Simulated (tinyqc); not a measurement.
Dead time and true rate from two light levels.

Inverse problem. A non-paralysable detector measures m = n/(1 + n td); dark counts are negligible. Find td and the true rate at the lower flux.

measured rates at a photon flux and at four times that flux (1/s): 2.7007299e7  5.9677419e7

Solution. 1/m = 1/n + td, so the difference of the inverse rates is 3/(4 n).

td = 10.0 ns
n = 3.70e7 1/s

Program tinyqc, `OMP_NUM_THREADS=1 python tinyqc.py 2630045 2630046 out.jsonl`; Intel Xeon 2.30GHz, shared host, one thread, about 0.01 s.
